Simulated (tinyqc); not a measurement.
Worked calculation: geometry optimisation on the RHF/sto-6g surface (energies and gradients from PySCF), for H2, spin multiplicity 1. Computed by tinyqc, a small Python program that keeps every step (integrals from PySCF). Settings: charge = 0, multiplicity = 1, basis = sto-6g, optimiser = bfgs, first Hessian = 0.6, largest step = 0.1, iteration cap = 30. Command: `OMP_NUM_THREADS=1 python tinyqc.py 29271 29272 out.jsonl` (the two numbers bound the seeds that draw the settings). One thread of a shared host (Intel(R) Xeon(R) Processor @ 2.60GHz), about 0.1 s of CPU time with the checks.

## Step 1: energy and gradient

positions at the start (bohr):
```
         x       y       z
1H  0.0000  0.0000  0.0000
2H  0.0000  0.0000  1.4589
```

Self-consistent energy and analytic gradient at these positions.

energy = -1.122758 hartree

gradient (hartree/bohr):
```
           x         y          z
1H  0.000000  0.000000  -0.056177
2H  0.000000  0.000000   0.056177
```

## Step 1: move

Quasi-Newton step p = -H^(-1) g (first H = 0.6 times the unit matrix); steps longer than 0.1 bohr are cut back (factor 0.755 here).

positions after step 1 (bohr):
```
         x       y       z
1H  0.0000  0.0000  0.0707
2H  0.0000  0.0000  1.3882
```

## Step 2: energy and gradient

As before.

energy = -1.126028 hartree

gradient (hartree/bohr):
```
           x         y          z
1H  0.000000  0.000000   0.015111
2H  0.000000  0.000000  -0.015111
```

## Step 2: move

inverse Hessian in use (bohr^2/hartree):
```
        1       2       3       4       5       6
1  1.6667  0.0000  0.0000  0.0000  0.0000  0.0000
2  0.0000  1.6667  0.0000  0.0000  0.0000  0.0000
3  0.0000  0.0000  1.3293  0.0000  0.0000  0.3374
4  0.0000  0.0000  0.0000  1.6667  0.0000  0.0000
5  0.0000  0.0000  0.0000  0.0000  1.6667  0.0000
6  0.0000  0.0000  0.3374  0.0000  0.0000  1.3293
```

Quasi-Newton step p = -H^(-1) g (the inverse Hessian comes from BFGS updates; coordinates in the order x, y, z of each atom); steps longer than 0.1 bohr are cut back.

positions after step 2 (bohr):
```
         x       y       z
1H  0.0000  0.0000  0.0557
2H  0.0000  0.0000  1.4031
```

## Step 3: energy and gradient

As before.

energy = -1.126210 hartree

gradient (hartree/bohr):
```
           x         y          z
1H  0.000000  0.000000  -0.002711
2H  0.000000  0.000000   0.002711
```

## Step 3: move

inverse Hessian in use (bohr^2/hartree):
```
        1       2       3       4       5       6
1  1.6667  0.0000  0.0000  0.0000  0.0000  0.0000
2  0.0000  1.6667  0.0000  0.0000  0.0000  0.0000
3  0.0000  0.0000  1.2538  0.0000  0.0000  0.4128
4  0.0000  0.0000  0.0000  1.6667  0.0000  0.0000
5  0.0000  0.0000  0.0000  0.0000  1.6667  0.0000
6  0.0000  0.0000  0.4128  0.0000  0.0000  1.2538
```

As before.

positions after step 3 (bohr):
```
         x       y       z
1H  0.0000  0.0000  0.0580
2H  0.0000  0.0000  1.4009
```

## Convergence

Stop when the largest gradient component is below 3e-5 hartree/bohr. The inverse Hessian follows the BFGS update with s = step, y = change of gradient.

Course of the optimisation:

| step | E (hartree) | largest gradient (hartree/bohr) |
|---|---|---|
| 1 | -1.122758 | 5.62e-02 |
| 2 | -1.126028 | 1.51e-02 |
| 3 | -1.126210 | 2.71e-03 |
| 4 | -1.126216 | 1.06e-04 |
| 5 | -1.126216 | 7.84e-07 |

Final distances (angstrom):

| pair | distance |
|---|---|
| 2H-1H | 0.7105 |

Converged in 5 steps.
